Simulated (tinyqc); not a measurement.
Changing the crystal rotation: crystal pulling from the melt: segregation, interface stability, heat balance and point-defect regime. Computed by tinyqc, a small Python program. Command: `OMP_NUM_THREADS=1 python tinyqc.py 3003463 3003464 out.jsonl pull sweep`. One thread of a shared host (Intel(R) Xeon(R) Processor @ 2.30GHz), about 0.01 s of CPU time with the checks.

A dilute solute; steady pulling with a flat interface unless it is found unstable.

Inputs (values chosen for the exercise, modelled on gallium in silicon): equilibrium coefficient k0 = 0.0083; initial melt concentration C0 = 1.4e+19 1/cm^3; diffusivity in the melt D = 0.00023 cm^2/s; kinematic viscosity nu = 0.0028 cm^2/s; pull rate V = 0.56 mm/min; frozen fraction g = 0.16.

Loss from the melt surface: none.

Method. delta = 1.61 D^(1/3) nu^(1/6) omega^(-1/2), omega = 2 pi rpm/60; k_eff = k0/[k0 + (1 - k0) exp(-V delta/D)] (Burton, Prim and Slichter); the melt at the interface is enriched by k_eff/k0. Axial profile: C_s = k_eff C0 (1 - g)^(k_eff - 1); bulk melt C_L = C_s/k_eff. Usable fraction: the g at which C_s has changed by 30 % from its first value (0.99 at most).

One run for each value:
```
crystal rotation (rpm)  boundary layer delta (micrometre)    k_eff  enrichment at the interface  usable fraction
1.0                                                  1144  0.01314                        1.583           0.2335
1.8                                                   853  0.01169                        1.409           0.2332
3.2                                                   640  0.01073                        1.293           0.2330
5.8                                                   475  0.01005                        1.211           0.2328
10.0                                                  362  0.00960                        1.157           0.2327
19.0                                                  263  0.00922                        1.111           0.2326
33.0                                                  199  0.00899                        1.083           0.2326
60.0                                                  148  0.00881                        1.061           0.2326
```

What does the table show, and why?

Over the rows, boundary layer delta (micrometre) falls from 1140 to 148 (exponent d ln y / d ln x about -0.50 throughout); k_eff falls from 0.0131 to 0.00881 (exponent d ln y / d ln x -0.20 between the first rows and -0.035 between the last); enrichment at the interface falls from 1.58 to 1.06 (exponent d ln y / d ln x -0.20 between the first rows and -0.035 between the last). The exponent of boundary layer delta stays at -0.50: the rotating-disc boundary layer.
